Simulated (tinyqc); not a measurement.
Longitudinal sound in a periodic multilayer: transfer matrices, stop bands and folded phonons: one step, computed by the program tinyqc. Command: `OMP_NUM_THREADS=1 python tinyqc.py 3031627 3031628 out.jsonl multilayer walk`. One thread of a shared host (Intel(R) Xeon(R) Processor @ 2.30GHz), about 0.01 s of CPU time with the checks.

Layers 1 and 2 repeat with period d = d_1 + d_2; waves travel normal to the layers, without loss. State vector (u, s): displacement u and stress divided by omega. Impedances Z = rho v are in 1e6 kg/(m^2 s).

Task: Transfer matrix of one period. A layer maps (u, s) by [[cos p, sin p/Z], [-Z sin p, cos p]], p = 2 pi f d_i/v_i; one period is M = M_2 M_1, and cos(q d) = trace(M)/2.

Inputs (values chosen for the exercise, modelled on gallium nitride (layer 1), aluminium nitride (layer 2) and gallium arsenide (substrate)):
```
quantity,value,unit
velocity v_1,8010,m/s
thickness d_1,595,nm
velocity v_2,10800,m/s
thickness d_2,816,nm
frequency f,3.28,GHz
```

Z_2 = 35.748

Z_1 = 49.0212

Give: phase p_1; phase p_2; M; trace(M)/2.

Result:

phase p_1 = 1.5309 rad

phase p_2 = 1.5571 rad

M:
```
,1,2
1,-1.3695,0.0013954
2,-2.0970,-0.72804
```

trace(M)/2 = -1.0488

|trace/2| > 1: f lies in a stop band, and the amplitude falls by a factor 1.365 a period.
